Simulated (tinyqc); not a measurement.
Ellipsometry and reflectance of a transparent film on an absorbing substrate: two steps of the calculation.

Air (index 1), film, substrate with N2 = n2 - i k2; time factor exp(+i w t). q_j = sqrt(N_j^2 - sin^2 th), root with positive real part. Fresnel coefficients r_s = (q_a - q_b)/(q_a + q_b), r_p = (N_b^2 q_a - N_a^2 q_b)/(N_b^2 q_a + N_a^2 q_b). tan(Psi) exp(i Delta) = R_p/R_s, Delta taken from 0 to 360 degrees.

Parameters, values chosen for the exercise; indices close to those of silicon dioxide on silicon: wavelength lam = 800 nm; angle of incidence th = 70 degrees; index of the transparent film n1 = 1.47; film thickness d = 250 nm; index of the substrate n2 = 3.692; extinction coefficient of the substrate k2 = 0.0065.

Task 1. Interface coefficients and thickness period. q0, q1, q2 and the coefficients r01 and r12 for p and s; the results repeat in d with the period lam/(2 q1).

Find: q0; q1; q2; r01,p; r01,s; r12,p; r12,s; period.

Result 1.

q0 = 0.34202
q1 = 1.1304
q2 = 3.5704-0.0067i
r01,p = -0.20934
r01,s = -0.53544
r12,p = 0.33270-0.00073i
r12,s = -0.51905+0.00069i
period = 353.85 nm

Task 2. Psi, Delta and reflectances. beta = 2 pi d q1/lam, X = exp(-2 i beta), R = (r01 + r12 X)/(1 + r01 r12 X) for p and s.

q1 = 1.1304326
r01,p = -0.20933962
r01,s = -0.53544159
r12,p = 0.33270460-0.00072861i
r12,s = -0.51905231+0.00068767i

Find: beta; X; R_p; R_s; Psi; Delta; |R_p|^2; |R_s|^2.

Result 2.

beta = 2.2196 rad
X = -0.26981+0.96291i
R_p = -0.31232+0.29412i
R_s = -0.53919-0.38432i
Psi = 32.940 degrees
Delta = 281.24 degrees
|R_p|^2 = 0.18405
|R_s|^2 = 0.43843

The bare substrate gives Psi = 9.129 and Delta = 179.67 degrees.

Program tinyqc, `OMP_NUM_THREADS=1 python tinyqc.py 2870183 2870184 out.jsonl`; Intel Xeon 2.30GHz, shared host, one thread, about 0.01 s.
